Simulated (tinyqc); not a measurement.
Binary melting diagram from solution models of liquid and solid: one step, computed by the program tinyqc. Command: `OMP_NUM_THREADS=1 python tinyqc.py 3008187 3008188 out.jsonl melt walk`. One thread of a shared host (Intel(R) Xeon(R) Processor @ 2.30GHz), about 0.01 s of CPU time with the checks.

x is the fraction of B. In a phase with interaction L: mu_A = G_A + R T ln(1 - x) + L x^2, mu_B = G_B + R T ln x + L (1 - x)^2. Melting: G(liquid) - G(solid) = H (1 - T/T_m) for each pure component.

Question. Temperature and melting free energies. T = T_A + u (T_B - T_A). The ideal solution has k_A = exp(dG_A/(R T)) = (1 - xs)/(1 - xl) and k_B = exp(dG_B/(R T)) = xs/xl, so xl = (1 - k_A)/(k_B - k_A).

Inputs (values chosen for the exercise, modelled on Si-Ge):

| quantity | value | unit |
|---|---|---|
| melting point T_A | 1687 | K |
| melting point T_B | 1211 | K |
| heat of melting H_A | 50.4 | kJ/mol |
| heat of melting H_B | 37.2 | kJ/mol |
| position of T, (T - T_A)/(T_B - T_A) | 0.48 | - |

Diagram: complete solid solution (lens).

Constants: R = 8.314462618 J/(mol K).

Give: T; dG_A; dG_B; ideal liquidus xl; ideal solidus xs.

Answer.

T = 1458.52 K

dG_A = 6.826 kJ/mol

dG_B = -7.603 kJ/mol

ideal liquidus xl = 0.6187

ideal solidus xs = 0.3305
